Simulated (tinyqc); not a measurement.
From wire to sheet: nanosheet or nanowire with hard walls, valleys of the Ge type.

Four ellipsoidal valleys along <111>: inverse mass tensor w = 1/mt + (1/ml - 1/mt) a a^T with a the unit axis. Device axes: x along the channel, z = [001], y = z x x. The Gamma and Delta valleys are left out; the heavy Delta valleys, about 0.18 eV up, lie lowest once the L levels pass about 0.2 eV.

Hard walls around a W x H rectangle. The block w_c of w in (y, z) confines; the transport mass follows from 1/m_x = w_xx - w_xc w_c^-1 w_cx. The cross-section problem c (w_yy ky^2 + 2 w_yz ky kz + w_zz kz^2), c = hbar^2/2m0, is solved in products sin(n pi y/W) sin(l pi z/H), n, l = 1 to 12; if w_yz = 0 the levels are c pi^2 (w_yy n^2/W^2 + w_zz l^2/H^2). The w_yz term couples (n, l) to (n', l') by -2 c w_yz D_nn'(W) D_ll'(H) with D_nm(L) = 4 n m/(L (n^2 - m^2)) for n + m odd and 0 otherwise.

Without degeneracy the line density is N1 exp((EF - Ec)/kB T) with N1 = sum 2 g sqrt(m_x kB T/(4 pi c)) exp(-E/kB T), here over n, l up to 80 where w_yz = 0 and over all levels of a 12 x 12 sine basis otherwise; the classical value is W H Nc with Nc = 2 g_all (m_dos kB T/(4 pi c))^(3/2), m_dos = (ml mt^2)^(1/3); dVt = kB T ln(W H Nc/N1).

Constants: hbar^2/2m0 = 3.80998211 eV angstrom^2; kB = 8.617333262e-05 eV/K.

Values chosen for the exercise (near those of Ge; the results hold for these values, not for the real material): ml = 1.613 m0 (longitudinal mass); mt = 0.081 m0 (transverse mass); T = 300 K (temperature); g_all = 4 (number of valleys); channel = 110 (transport direction x on a (001) wafer); H = 66 angstrom (height, along z = [001]); Ws = (30, 40, 50, 65, 85, 110, 140) angstrom (widths).

Valleys:

| group | valleys g | w_yy | w_zz | \|w_yz\| | m_x (m0) |
|---|---|---|---|---|---|
| A | 2 | 4.52853 | 8.43711 | 5.52756 | 0.08100 |
| B | 2 | 12.34568 | 8.43711 | 0.00000 | 1.10233 |

Lowest level of each group (groups ordered by w_zz, then w_yy) and dVt against the width.

Results:

| W (angstrom) | A1 (eV) | B1 (eV) | dVt (mV) |
|---|---|---|---|
| 30 | 0.2160 | 0.5886 | 207.9 |
| 40 | 0.1396 | 0.3630 | 139.1 |
| 50 | 0.1083 | 0.2585 | 112.6 |
| 65 | 0.0897 | 0.1827 | 95.9 |
| 85 | 0.0810 | 0.1371 | 83.9 |
| 110 | 0.0771 | 0.1112 | 75.4 |
| 140 | 0.0753 | 0.0965 | 70.0 |

What does the comparison show?

dVt falls from 208 to 70 mV. Group A is lowest at every width, by 373 meV in the narrowest and 21 meV in the widest. At the widest W the lowest level is 0.0753 eV; the film limit c pi^2 w_zz/H^2 of that group is 0.0728 eV.

Program tinyqc; command `OMP_NUM_THREADS=1 python tinyqc.py 1281237 1281238 out.jsonl`; about 0.3 s on one thread of a shared Intel(R) Xeon(R) Processor @ 2.30GHz.
